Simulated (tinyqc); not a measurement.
Heavy doping: gap narrowing, degeneracy and the minority density: one step. Product and minority density. Two cases, with inputs chosen for the exercise.

Task: Combine both effects.

Majority: N = Nc F_1/2(eta), eta the distance of EF beyond the majority band edge in kT. Degeneracy factor gam = F_1/2(eta)/exp(eta). ni0^2 = Nc Nv exp(-Eg/kT); product n p = ni0^2 gam exp(dEg/kT), dEg the true narrowing; apparent narrowing dEa = dEg + kT ln gam; minority density = n p/N.

Constants: kB = 8.617333262e-05 eV/K.

Case 1.

Values chosen (gap and densities of states near those of Ge at this temperature; narrowing constants of the size fitted for Si, not for this material; the results hold for these values, not for the real material):
- N = 7e+17 1/cm^3 (ionised donors, equal to the majority density)
- Eg = 0.601 eV (gap)
- Nc = 1.9e+19 1/cm^3 (conduction-band density of states)
- Nv = 9.23e+18 1/cm^3 (valence-band density of states)
- T = 450 K

dEg (empirical fit) = 27.8254 meV
gam = 0.987065

Case 2.

Values chosen (gap and densities of states near those of Si at this temperature; narrowing constants near the fits for Si; the results hold for these values, not for the real material):
- N = 8.9e+17 1/cm^3 (ionised donors, equal to the majority density)
- Eg = 1.12 eV (gap)
- Nc = 2.54e+19 1/cm^3 (conduction-band density of states)
- Nv = 1.06e+19 1/cm^3 (valence-band density of states)
- T = 300 K

dEg (empirical fit) = 25.1107 meV
gam = 0.987694

Give: ni0; exp(dEg/kT); dEa; sqrt(n p); minority density.

Result:

Case 1.

ni0 = 5.71e+15 1/cm^3
exp(dEg/kT) = 2.05
dEa = 27.3 meV
sqrt(n p) = 8.12e+15 1/cm^3
minority density = 9.42e+13 1/cm^3

Narrowing multiplies the product by 2.05 and degeneracy by 0.987; together they change the minority density by a factor 2.02 against ni0^2/N.

Case 2.

ni0 = 6.42e+09 1/cm^3
exp(dEg/kT) = 2.64
dEa = 24.8 meV
sqrt(n p) = 1.04e+10 1/cm^3
minority density = 121 1/cm^3

Narrowing multiplies the product by 2.64 and degeneracy by 0.988; together they change the minority density by a factor 2.61 against ni0^2/N.

Computed by tinyqc, one run a case: `OMP_NUM_THREADS=1 python tinyqc.py N N+1 out.jsonl` with N = 1681990, 1682161; one thread of a shared Intel(R) Xeon(R) Processor @ 2.30GHz, about 0.01 s a run at most.
